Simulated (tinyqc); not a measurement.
Implant damage, amorphisation by cascade overlap, and solid-phase epitaxial regrowth: one step, computed by the program tinyqc.

Range and width of the damage are inputs. Dynamic annealing enters only through the surviving share f.

Problem. Overlap model. Gibbons model: a point turns amorphous after n + 1 hits; with y = A_i Q the amorphous share is 1 - exp(-y) sum_(k=0..n) y^k/k!. Doses are set by y.

Inputs (values chosen for the exercise, modelled on phosphorus ions in silicon): overlaps needed n = 2; area amorphised by one track A_i = 0.43 nm^2.

Give: the table «Amorphous share» with the columns Q (1/cm^2), direct impact (n = 0), given n, for y = 0.1, 0.3, 0.6, 1.0, 2.0, 3.0, 5.0, 8.0.

Solution.

Amorphous share:

| y | Q (1/cm^2) | direct impact (n = 0) | given n |
|---|---|---|---|
| 0.1 | 2.326e+13 | 0.0952 | 1.547e-04 |
| 0.3 | 6.977e+13 | 0.2592 | 3.599e-03 |
| 0.6 | 1.395e+14 | 0.4512 | 2.312e-02 |
| 1.0 | 2.326e+14 | 0.6321 | 8.030e-02 |
| 2.0 | 4.651e+14 | 0.8647 | 3.233e-01 |
| 3.0 | 6.977e+14 | 0.9502 | 5.768e-01 |
| 5.0 | 1.163e+15 | 0.9933 | 8.753e-01 |
| 8.0 | 1.860e+15 | 0.9997 | 9.862e-01 |

At small y the share grows as y^3; between the first rows the exponent is 2.86.
